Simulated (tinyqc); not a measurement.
From results back to parameters: Stoner model of a band ferromagnet. Two cases, with inputs chosen for the exercise.

Problem. The moment of the weak ferromagnet is given and I is hidden.

Density of states per atom and spin: triangular, D(e) = (4 M/W^2) (W/2 - |e|). Levels e -/+ I m/2 for up and down spin, m = n_up - n_down, n_up + n_down = nd. At zero temperature e(N) is the energy below which N states lie, and E(m) = sum over spins of integral e D de - I m^2/4.

Find: e(n_up), e(n_down); I.

Method. n_up and n_down follow from nd and m; both bands share one Fermi level, so I = (e(n_up) - e(n_down))/m.

Case 1.

Values chosen:
- W = 5 eV (band width, e from -W/2 to W/2)
- M = 5 (states per atom and spin)
- nd = 7.83 (electrons per atom)

m = 2.13633 muB

Solution.

e(n_up), e(n_down) (eV): 2.295  0.180

I = 0.99 eV

Case 2.

Values chosen:
- W = 3.6 eV (band width, e from -W/2 to W/2)
- M = 5 (states per atom and spin)
- nd = 8.81 (electrons per atom)

m = 0.17748 muB

Solution.

e(n_up), e(n_down) (eV): 0.990  0.859

I = 0.74 eV

Computed by tinyqc, one run a case: `OMP_NUM_THREADS=1 python tinyqc.py N N+1 out.jsonl` with N = 1682689, 1682777; one thread of a shared Intel(R) Xeon(R) Processor @ 2.30GHz, about 0.3 s a run at most.
